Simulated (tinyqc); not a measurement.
Inputs raised by 5 %, one at a time: solubility, supersaturation, precipitation and gettering of an impurity in a silicon-like host. Computed by tinyqc, a small Python program. Command: `OMP_NUM_THREADS=1 python tinyqc.py 3008630 3008631 out.jsonl ripen sens`. One thread of a shared host (Intel(R) Xeon(R) Processor @ 2.30GHz), about 0.01 s of CPU time with the checks.

The wafer was saturated at T1 and is then held at T.

Inputs (values chosen for the exercise, modelled on cobalt in silicon):
```
quantity                                   value    unit
site density N0                            5e+22  1/cm^3
enthalpy of solution H                      2.86      eV
entropy of solution S                        7.1     k_B
diffusion prefactor D0                    0.0012  cm^2/s
migration energy Q                         0.516      eV
temperature of saturation T1                1225       K
anneal temperature T                         719       K
sink density n                           3.6e+09  1/cm^3
initial sink radius r0                       2.8      nm
impurity density in the precipitate C_p  4.2e+22  1/cm^3
interface energy gamma                      0.51   J/m^2
anneal time t                                490       s
```

Constants: k_B = 8.617333262e-05 eV/K; k_B = 1.380649e-23 J/K.

Method:
- C_eq(T) = N0 exp(S/k_B - H/(k_B T)); D(T) = D0 exp(-Q/(k_B T)); C0 = C_eq(T1). Supersaturation s = C0/C_eq(T); critical radius r* = 2 gamma/(C_p k_B T ln s); barrier W* = (4 pi/3) gamma r*^2. Strain energy is left out.
- tau0 = 1/(4 pi n r0 D); C_fixed(t) = C_eq + (C0 - C_eq) exp(-t/tau0). If all excess precipitates, the final radius is r_f = [r0^3 + 3 (C0 - C_eq)/(4 pi n C_p)]^(1/3), with tau_f = 1/(4 pi n r_f D).
- Growing sinks: with y = r/r_f and y0 = r0/r_f, dy/dt = (1 - y^3)/(3 tau_f y), which integrates to t/tau_f = F(y) - F(y0), F(y) = (1/2) ln[(1 + y + y^2)/(1 - y)^2] - sqrt(3) arctan[(2y + 1)/sqrt(3)]; the share of the excess left is (1 - y^3)/(1 - y0^3), and C(t) = C_eq + (C0 - C_eq) x share.

Runs:
```
input moved                         from       to  tau_f (s)  final radius r_f (nm)  C(t) with growing sinks (1/cm^3)  critical radius r* (nm)
base run                               -        -     133.60                 5.7064                        4.2614e+12                  0.12831
enthalpy of solution H (eV)         2.86    3.003     190.36                 4.0049                        2.6862e+12                  0.12220
diffusion prefactor D0 (cm^2/s)   0.0012  0.00126     127.24                 5.7064                        3.5546e+12                  0.12831
migration energy Q (eV)            0.516   0.5418     202.61                 5.7064                        1.4416e+13                  0.12831
temperature of saturation T1 (K)    1225  1286.25      89.54                 8.5147                        2.9154e+12                  0.12018
anneal temperature T (K)             719   754.95      89.86                 5.7064                        7.2225e+11                  0.13812
initial sink radius r0 (nm)          2.8     2.94     132.78                 5.7416                        4.0932e+12                  0.12831
anneal time t (s)                    490    514.5     133.60                 5.7064                        3.5546e+12                  0.12831
```

Exponents ln(y'/y) / ln(x'/x):
```
input                          tau_f  final radius r_f  C(t) with growing sinks  critical radius r*
enthalpy of solution H         7.257            -7.257                   -9.458              -1.000
diffusion prefactor D0        -1.000             0.000                   -3.717               0.000
migration energy Q             8.535             0.000                   24.980               0.000
temperature of saturation T1  -8.203             8.203                   -7.780              -1.342
anneal temperature T          -8.128             0.000                  -36.380               1.511
initial sink radius r0        -0.126             0.126                   -0.825               0.000
anneal time t                  0.000             0.000                   -3.717               0.000
```

Which inputs matter most for each result?

Among the inputs moved here: tau_f answers most in size to migration energy Q (exponent +8.535), next to temperature of saturation T1 (-8.203); its exponent is below 0.0005 for anneal time t. Its exponent -1.000 in diffusion prefactor D0: diffusion-limited capture. Final radius r_f answers most in size to temperature of saturation T1 (exponent +8.203), next to enthalpy of solution H (-7.257); its exponent is below 0.0005 for diffusion prefactor D0, migration energy Q, anneal temperature T, anneal time t. C(t) with growing sinks answers most in size to anneal temperature T (exponent -36.380), next to migration energy Q (+24.980). Critical radius r* answers most in size to anneal temperature T (exponent +1.511), next to temperature of saturation T1 (-1.342); its exponent is below 0.0005 for diffusion prefactor D0, migration energy Q, initial sink radius r0, anneal time t.

Caution (all rows): the barrier to homogeneous nucleation is below 35 k_B T for these inputs, so new precipitates would form and outnumber the fixed sinks assumed here. Caution (all rows): a critical radius of atomic size is outside the capillary model.
